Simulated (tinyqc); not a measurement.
# Worked calculation: hot electrons in a saturated n-channel MOSFET, lucky-electron model

Computed by the program tinyqc: `OMP_NUM_THREADS=1 python tinyqc.py 2550105 2550106 out.jsonl`, one thread of a shared Intel Xeon 2.30GHz, about 0.01 s for the whole run. Printed values are rounded.

Beyond pinch-off the lateral field grows as Esat cosh(y/l) over the velocity-saturated region (pseudo-two-dimensional model). Impact ionisation in this region gives the substrate current, which biases the body forward through Rsub. Currents are per width. Local-field laws: they overstate ionisation when the field peak is narrower than an energy relaxation length.

Values chosen for this exercise; values close to those of silicon n-channel devices: channel length L = 0.35 um; oxide thickness tox = 7.1 nm; junction depth xj = 140 nm; threshold VT = 0.59 V; effective mobility mu = 320 cm^2/(V s); saturation velocity vs = 9.3e6 cm/s; ionisation prefactor Ai = 2e6 1/cm; ionisation field Bi = 1.73 MV/cm; resistance of the lightly doped drain Rd = 200 ohm um; substrate resistance Rsub = 3400 ohm um; fall of VT per volt of forward body bias kb = 0.41; hot-electron mean free path lm = 9.3 nm; oxide barrier pb = 3.2 V; prefactor of the gate current Cg = 0.0024; lifetime exponent m = 3; lifetime constant Hl = 590 s uA/um; drain voltage Vd = 2.3 V; gate voltage Vg = 1.1 V.

Constants: eps0 = 8.8541878128e-14 F/cm where lengths are in cm. Results are converted to the units shown.

## Length and field scales

Cox = 3.9 eps0/tox, l = sqrt(3 tox xj), Esat = 2 vs/mu.

Cox = 0.486357 uF/cm^2
l = 54.6077 nm
Esat = 0.0581250 MV/cm
Esat L = 2.03437 V

## Iteration 1: body bias from the substrate current

Vb at the start = 0 V

Cox = 3.9 eps0/tox. Overdrive g = Vg - VT + kb Vb; Vdsat = g Esat L/(g + Esat L); Id = Cox vs (g - Vdsat); dV = Vd - Id Rd - Vdsat; Em = sqrt((dV/l)^2 + Esat^2); Isub = Id (Ai/Bi) l Em exp(-Bi/Em). Vb(new) = Rsub Isub.

Vdsat = 0.407775 V
Id = 46.2378 uA/um
dV = 1.88298 V
Em = 0.349684 MV/cm
Isub = 0.724960 uA/um
Vb after iteration 1 = 0.00246486 V

## Iteration 2: body bias from the substrate current

As before.

Vdsat = 0.408420 V
Id = 46.4028 uA/um
dV = 1.88230 V
Em = 0.349561 MV/cm
Isub = 0.726031 uA/um
Vb after iteration 2 = 0.00246851 V

## Course of the iteration: body bias from the substrate current

Stop when Vb changes by less than 1e-9 V, or after 60 iterations.

Course of the iteration:
```
iteration      Vb (V)  |change| (V)
1          0.00246486       2.46e-3
2          0.00246851       3.64e-6
3          0.00246851       5.37e-9
4          0.00246851      7.93e-12
```

Converged in 4 iterations. At the end each change is about 0.0015 times the one before: linear convergence.

## Gate current, lifetime and channel shortening

Id = 46.4030 uA/um
dV = 1.88230 V
Em = 0.349561 MV/cm
Isub = 0.726033 uA/um

Ig = Cg Id exp(-pb/(lm Em)); lifetime tau = (Hl/Id)(Isub/Id)^(-m); length of the saturated region dL = l ln[(dV/l + Em)/Esat]. 1 year = 3.15576e7 s.

Isub/Id = 0.0156462
Ig = 5.91337 pA/um
tau = 0.105189 years
dL = 135.440 nm

The lifetime misses ten years. Integrating Ai exp(-Bi/E) over the cosh profile gives Isub/Id = 0.0136, so the closed form is 15 % above it.
